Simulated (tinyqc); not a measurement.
# Schottky diode by the thermionic emission-diffusion theory: current against voltage

Metal on an n-type semiconductor with one parabolic valley; V > 0 is forward bias (metal positive). The band bends as a parabola over the depletion layer, by Vd = Vbi - V; no image force. Carriers drift and diffuse up to the interface and leave it with the velocity vR.

A* = 4 pi q me m0 kB^2/h^3 (times 1e-4 for A/(cm^2 K^2)); Nc = 2 (2 pi me m0 kB T/h^2)^1.5 (times 1e-6 for cm^-3); Vbi = phi - Vt ln(Nc/Nd); vR = A* T^2/(q Nc). LD = sqrt(eps0 eps_r Vt/(q Nd)), a = sqrt((Vbi - V)/Vt), D(a) = exp(-a^2) int_0^a exp(s^2) ds (Dawson), vD = mun Vt/(sqrt(2) LD D(a)). J = q Nc [vR vD/(vR + vD)] exp(-phi/Vt) [exp(V/Vt) - 1]. Ideality n = (dV/d ln[J/(1 - exp(-V/Vt))])/Vt.

Parameters, values chosen for the exercise; band and dielectric values close to those of gallium arsenide: temperature T = 400 K; electron mass me = 0.068 m0; relative permittivity eps_r = 12.7; electron mobility mun = 8000 cm^2/(V s); barrier height seen from the metal phi = 0.81 eV; donor density Nd = 3.2e15 cm^-3.

Constants: q = 1.602176634e-19 C, kB = 1.380649e-23 J/K, h = 6.62607015e-34 J s, m0 = 9.1093837015e-31 kg, Vt = kB T/q, eps0 = 8.8541878128e-14 F/cm where lengths are in cm. Results are converted to the units shown.

Result of one run:
```
vD (cm/s)  vD/(vR + vD)  J (A/cm^2)      n
6.145e7          0.8376       257.5  1.035
```

Which bias V gave this result: 0.05, 0.117, 0.185, 0.454 or 0.522 V?

V = 0.522 V.

The whole series:
```
V (V)  vD (cm/s)  vD/(vR + vD)  J (A/cm^2)      n
0.05     1.773e8        0.9370    2.492e-4  1.002
0.117    1.659e8        0.9330    0.002188  1.002
0.185    1.533e8        0.9279     0.01612  1.003
0.252    1.399e8        0.9215      0.1122  1.004
0.319    1.248e8        0.9129      0.7771  1.006
0.387    1.071e8        0.8999       5.509  1.009
0.454    8.623e7        0.8786       37.57  1.017
0.522    6.145e7        0.8376       257.5  1.035
```

vD falls from 1.77e8 to 6.15e7 cm/s and the share vD/(vR + vD) falls from 0.937 to 0.838; n goes from 1.002 to 1.035. It exceeds 1 only as far as vD, which falls with the surface field, limits the current. In every row vD exceeds 3e7 cm/s, beyond usual saturation velocities, since the low-field mobility is used at the surface field.

Numbers from tinyqc (`OMP_NUM_THREADS=1 python tinyqc.py 2640030 2640031 out.jsonl`; about 0.01 s on one thread of a shared Intel Xeon 2.30GHz).
